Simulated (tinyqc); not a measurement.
Inside a calculation. Method: plane-wave Kohn-Sham cycle with exchange-only LDA in a layered model solid. One step of it, computed by the program tinyqc.

Question. Iteration 1: levels at that k. Diagonalise the Hermitian matrix.

H (hartree):
```
           -2         -1         +0         +1         +2
-2   0.060849  -0.225000   0.015000   0.000000   0.000000
-1  -0.225000  -0.118444  -0.225000   0.015000   0.000000
+0   0.015000  -0.225000  -0.167342  -0.225000   0.015000
+1   0.000000   0.015000  -0.225000  -0.085845  -0.225000
+2   0.000000   0.000000   0.015000  -0.225000   0.126047
```

Give: eigenvalues.

Answer.

eigenvalues (hartree): -0.482  -0.261  -0.021  0.233  0.346
